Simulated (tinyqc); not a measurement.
What each parameter does: strained quantum well: band edges, subbands and transparency.

Growth on (001), barriers unstrained: tr(e) = e (2 - nu2), Z = b e (1 + nu2); Ec = Ev + Eg + ac tr(e), E_HH = Ev + av tr(e) + Z, E_LH = Ev + av tr(e) - Z (coupling to the split-off band left out).

Masses along z: me, 1/(g1 - 2 g2) for HH, 1/(g1 + 2 g2) for LH, likewise in the barrier; in the plane me, 1/(g1 + g2) for HH and 1/(g1 - g2) for LH (no mixing, which understates the hole masses away from k = 0). Level n solves k L + 2 atan[(k/m)/(kappa/mb)] = n pi, k = sqrt(m E/c), kappa = sqrt(mb (V - E)/c), c = hbar^2/2m0.

Transparency (Bernard-Duraffourg): Fc - Fv equals the lowest transition energy with n = p, n = sum m/(2 pi c) kB T ln(1 + exp((Fc - E)/kB T)) and p likewise over the listed subbands; c = hbar^2/2m0, 1/angstrom^2 = 1e16/cm^2.

Constants: hbar^2/2m0 = 3.80998211 eV angstrom^2; kB = 8.617333262e-05 eV/K; hc = 1239.841984 eV nm.

Values chosen for the exercise (near those of an InGaAs/InP well; shifted at random, so the results belong to these values and not to a real crystal):
- e = -0.0085 (strain in the plane)
- nu2 = 1.019 (2 C12/C11)
- Eg = 0.593 eV (unstrained gap of the well)
- Ev = -0.576 eV (its valence edge)
- ac = -5.79 eV
- av = 1.05 eV (Ev moves by av tr(e))
- b = -1.87 eV (shear potential)
- Egb = 1.348 eV (gap of the barrier)
- Evb = -0.94 eV (its valence edge)
- L = 86 angstrom (well width)
- me = 0.0379 m0 (electron mass)
- g1 = 15.57 (gamma1)
- g2 = 6.31 (gamma2)
- meb = 0.08 m0
- g1b = 5.08
- g2b = 1.6
- T = 300 K (temperature)

Edge wavelength, hh1 - lh1 and n_tr.

One parameter was then changed.

Results before and after:
```
case     wavelength (nm)  hh1 - lh1 (meV)  n_tr (1e12/cm^2)
base              1812.4            101.3             0.369
changed           1817.5            101.3             0.389
```

Which of these changes was made? (a) T = 340 K; (b) L = 96 angstrom; (c) b = -2.15 eV; (d) me = 0.0417 m0; (e) g1 = 16.5; (f) Eg = 0.573 eV; (g) e = -0.0105; (h) ac = -5.21 eV.

Answer: (d) me = 0.0417 m0. Of the candidates, run in turn, only this one gives the changed row.

All candidates:
```
case             wavelength (nm)  hh1 - lh1 (meV)  n_tr (1e12/cm^2)
base                      1812.4            101.3             0.369
L = 96 angstrom           1837.7             97.0             0.383
e = -0.0105               1798.6            115.8             0.366
Eg = 0.573 eV             1863.9            101.3             0.369
b = -2.15 eV              1825.2            110.6             0.367
ac = -5.21 eV             1824.6            101.3             0.369
me = 0.0417 m0            1817.5            101.3             0.389
g1 = 16.5                 1806.1             99.4             0.351
T = 340 K                 1812.4            101.3             0.432
```

tinyqc: `OMP_NUM_THREADS=1 python tinyqc.py 1281998 1281999 out.jsonl`; about 0.01 s, one thread, shared Intel(R) Xeon(R) Processor @ 2.30GHz.
